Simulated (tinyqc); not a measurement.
Leakage currents through a thin dielectric: one step, computed by the program tinyqc.

Electrons leave an electrode with Fermi energy E_F above its band bottom; barriers are counted from the Fermi level, and both electrodes are alike.

Task: Thermal currents. Schottky emission J = A T^2 exp(-(phi_B - sqrt(e^3 F/(4 pi k_o eps_0)))/k_B T), A = 4 pi e m k_B^2/h^3 with the tunnelling mass; Poole-Frenkel J = sigma_0 F exp(-(phi_t - sqrt(e^3 F/(pi k_o eps_0)))/k_B T); both use the field F of the dielectric.

Inputs (values chosen for the exercise, modelled on Ta2O5): barrier height phi_B = 0.828 eV; tunnelling mass m = 0.3 m_0; optical permittivity k_o = 4.38; trap depth phi_t = 0.89 eV; Poole-Frenkel prefactor sigma_0 = 0.00017 S/cm; temperature T = 200 K.

Stack: single layer.

field F = 3.333333 MV/cm

Constants: e = 1.602176634e-19 C; eps_0 = 8.8541878128e-12 F/m; k_B = 8.617333262e-05 eV/K; m_0 = 9.1093837015e-31 kg; k_B = 1.380649e-23 J/K; h = 6.62607015e-34 J s.

Give: Schottky lowering; Poole-Frenkel lowering; Schottky current density; Poole-Frenkel current density.

Result:

Schottky lowering = 0.3310 eV

Poole-Frenkel lowering = 0.6621 eV

Schottky current density = 4.326e-07 A/cm^2

Poole-Frenkel current density = 0.001023 A/cm^2

The Poole-Frenkel lowering is twice the Schottky one, because the charge of a trap is fixed while an image charge moves with the electron.
